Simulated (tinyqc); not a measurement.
# Worked calculation: energy and delay of logic against supply voltage

Numbers from tinyqc (`OMP_NUM_THREADS=1 python tinyqc.py 2082178 2082179 out.jsonl`; about 0.01 s on one thread of a shared Intel Xeon 2.30GHz). Printed values are rounded.

One expression serves below and above threshold: I(Vg) = Ik [ln(1 + exp((Vg - VT + dd V)/(al nf Vt)))]^al, with I_on = I(V) and I_off = I(0). Gate delay td = kd C V/I_on, clock period LD td. Per gate and cycle the switching energy is act C V^2 and the leakage energy I_off V LD td. No short-circuit current, no variation. Minima are sought above 0.09 V; below a few Vt gates no longer switch and the model has no meaning.

Values chosen for this exercise; values of the order met in logic technologies:
- T = 250 K (temperature)
- VT = 0.27 V (threshold voltage at zero drain bias)
- nf = 1.13 (slope factor)
- dd = 0.06 (barrier lowering per volt of supply)
- Ik = 0.64 uA (specific current of a gate)
- al = 1.73 (exponent of the current law)
- C = 0.58 fF (load capacitance of a gate)
- kd = 1.1 (delay factor)
- LD = 40 (logic depth)
- act = 0.01 (activity factor)
- V = 0.33 V (supply voltage)

Constants: q = 1.602176634e-19 C, kB = 1.380649e-23 J/K, Vt = kB T/q. Results are converted to the units shown.

## Currents, delay and energies

I_on, I_off, td, clock frequency 1/(LD td), both energies and their sum.

I_on = 2.18751 uA
I_off = 0.0219606 nA
td = 96.2466 ps
clock frequency = 0.259750 GHz
switching energy = 0.631620 aJ
leakage energy = 0.0279000 aJ
energy = 0.659520 aJ

I_on/I_off = 99600; leakage makes up 4.23 % of the energy.

## Starting value

V = 0.21 V.

V at the start = 0.21 V

## Iteration 1: new V

Minimum-energy supply: E(V) is the energy per gate and cycle; with h = 0.001 V, E' = (E(V + h) - E(V - h))/(2 h), E'' = (E(V - h) - 2 E(V) + E(V + h))/h^2, V(new) = V - E'/E''.

E' = -4.27420 aJ/V
E'' = 202.977 aJ/V^2
V after iteration 1 = 0.231058 V

## Iteration 2: new V

As before.

E' = -0.991636 aJ/V
E'' = 116.709 aJ/V^2
V after iteration 2 = 0.239554 V

## Course of the iteration

Stop when the step is below 1e-9 V, or after 40 iterations.

Course of the iteration:

| iteration | V before the step (V) | step (V) |
|---|---|---|
| 1 | 0.21 | 0.0211 |
| 2 | 0.231058 | 8.50e-3 |
| 3 | 0.239554 | 1.09e-3 |
| 4 | 0.240643 | 1.54e-5 |
| 5 | 0.240658 | 2.12e-9 |
| 6 | 0.240658 | -1.28e-13 |

Converged in 6 iterations. There leakage makes up 26.5 % of the energy and the clock runs at 34.9 MHz.
